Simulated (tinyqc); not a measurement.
n-type polysilicon, carrier trapping at grain boundaries: effect of the trap density of a grain boundary.

One-dimensional grains of size Lg, uniform ionised doping N, monovalent traps Qt at each boundary at a depth Et below (for electrons) or above (for holes) the band edge there, abrupt depletion of width W on each side of a boundary, Boltzmann statistics. xi is the distance from the band edge at the grain centre to the Fermi level. Trapped charge Qt/(1 + exp((xi + VB - Et)/Vt)) = 2 N W, barrier VB = q N W^2/(2 eps0 eps_r).

If the trap equation with xi = Vt ln(NB/N) has a root W < Lg/2, the grain is partly depleted; otherwise W = Lg/2 and the trap equation gives xi = Et - VB + Vt ln(Qt/(N Lg) - 1). N* = Qt/Lg. n0 = NB exp(-xi/Vt); mean density n0 (1 - 2 W/Lg) by charge balance in a partly depleted grain, and n0 (sqrt(pi)/2) erf(u)/u with u = sqrt(VB/Vt) in a fully depleted one; v = sqrt(kB T/(2 pi ms m0)); barrier resistivity Vt exp(VB/Vt)/(q fe n0 v Lg); grain resistivity (1 - 2 W/Lg)/(q n0 mug); effective mobility 1/(q mean density total resistivity). Rows with xi above 0.45 V, towards mid-gap, are left out, since the other carrier type is ignored.

Values chosen for this exercise; values of the order met in polycrystalline silicon: temperature T = 300 K; relative permittivity eps_r = 11.7; conduction-band density of states at T NB = 2.8e19 cm^-3; grain size Lg = 24 nm; depth of the trap level from the majority band edge at the boundary Et = 0.35 eV; mass for thermionic emission ms = 0.54 m0; correction factor of the emission rate fe = 1; mobility inside the grains mug = 140 cm^2/(V s); doping N = 5.6e18 cm^-3.

Constants: q = 1.602176634e-19 C, kB = 1.380649e-23 J/K, m0 = 9.1093837015e-31 kg, Vt = kB T/q, eps0 = 8.8541878128e-14 F/cm where lengths are in cm. Results are converted to the units shown.

The same in every row: xi (V) = 0.041607.

Result of one run:

| N/N* | depleted share 2 W/Lg | VB (V) | mean density (cm^-3) | resistivity (ohm cm) | effective mobility (cm^2/(V s)) |
|---|---|---|---|---|---|
| 8.4000 | 0.11905 | 0.0088375 | 4.9333e18 | 0.011629 | 108.79 |

Which trap density of a grain boundary Qt gave this result: 2e11, 5.7e11, 9.7e11, 1.6e12 or 8e12 cm^-2?

Qt = 1.6e12 cm^-2.

The whole series:

| Qt (cm^-2) | N/N* | depleted share 2 W/Lg | VB (V) | mean density (cm^-3) | resistivity (ohm cm) | effective mobility (cm^2/(V s)) |
|---|---|---|---|---|---|---|
| 2e11 | 67.200 | 0.014881 | 1.3809e-4 | 5.5167e18 | 0.011140 | 101.56 |
| 3.4e11 | 39.529 | 0.025297 | 3.9907e-4 | 5.4583e18 | 0.011090 | 103.11 |
| 5.7e11 | 23.579 | 0.042410 | 0.0011216 | 5.3625e18 | 0.011048 | 105.35 |
| 9.7e11 | 13.856 | 0.072172 | 0.0032481 | 5.1958e18 | 0.011105 | 108.17 |
| 1.6e12 | 8.4000 | 0.11905 | 0.0088375 | 4.9333e18 | 0.011629 | 108.79 |
| 2.8e12 | 4.8000 | 0.20833 | 0.027064 | 4.4334e18 | 0.015645 | 89.986 |
| 4.7e12 | 2.8596 | 0.34966 | 0.076240 | 3.6419e18 | 0.067780 | 25.285 |
| 8e12 | 1.6800 | 0.58176 | 0.21105 | 2.3421e18 | 11.520 | 0.23132 |

As Qt goes from 2e11 to 8e12, VB rises from 1.38e-4 to 0.211 V, the resistivity goes from 0.0111 through a minimum of 0.0110 (at Qt = 5.7e11 among the rows listed) to 11.5 ohm cm and the effective mobility goes from 102 through a maximum of 109 (at Qt = 1.6e12 among the rows listed) to 0.231 cm^2/(V s). In every row xi is under 2.5 Vt, where Boltzmann statistics begin to fail. For Qt = 2e11, 3.4e11, 5.7e11, 9.7e11, 1.6e12 VB is below Vt, where abrupt depletion and thermionic emission are rough.

Numbers from tinyqc (`OMP_NUM_THREADS=1 python tinyqc.py 2830034 2830035 out.jsonl`; about 0.01 s on one thread of a shared Intel Xeon 2.30GHz).
